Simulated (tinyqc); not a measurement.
On-chip interconnect, size-dependent resistivity and RC delay: one step of the calculation.

A rectangular line between two neighbours and two ground planes. Surface and grain-boundary scattering are added to the bulk resistivity as corrections; capacitances are parallel-plate values without fringing; inductance is ignored.

Question. Resistivity, resistance and capacitance per length. Metal width x = wd - 2 tl, height y = AR wd - tl; grain boundaries (Mayadas-Shatzkes): al = (lam/(gr x)) Rg/(1 - Rg), g = 1/[1 - 3 al/2 + 3 al^2 - 3 al^3 ln(1 + 1/al)] - 1; surfaces (Fuchs-Sondheimer, thick limit): s = (3/8) lam (1 - ps)(1/x + 1/y); rho = rho0 (1 + g + s); r = rho/(x y); c = eps0 ek (2 wd/hd + 2 Mf AR wd/sp).

Inputs (values chosen for the exercise); metal values close to those of copper: bulk resistivity rho0 = 1.66 uohm cm; bulk mean free path lam = 38.9 nm; specular share of surface scattering ps = 0.3; reflection coefficient of grain boundaries Rg = 0.4; grain size over the metal width gr = 1; drawn line width wd = 17 nm; aspect ratio, height over width AR = 1.5; liner on both walls and the bottom, not conducting tl = 2.1 nm; space to the neighbouring lines sp = 26 nm; dielectric height to the planes above and below hd = 25 nm; relative permittivity of the dielectric ek = 2.5; Miller factor of the neighbours Mf = 0.

Constants: eps0 = 8.8541878128e-12 F/m. Results are converted to the units shown.

Give: x; y; al; g; s; rho; r; c.

Answer.

x = 12.80 nm
y = 23.40 nm
al = 2.026
g = 2.755
s = 1.234
rho = 8.281 uohm cm
r = 276.5 ohm/um
c = 0.03010 fF/um

Range of the model: The metal width is under the mean free path, where the thick-limit surface term and the simple sum of corrections lose accuracy.

Program tinyqc, `OMP_NUM_THREADS=1 python tinyqc.py 2100045 2100046 out.jsonl`; Intel Xeon 2.30GHz, shared host, one thread, about 0.01 s.
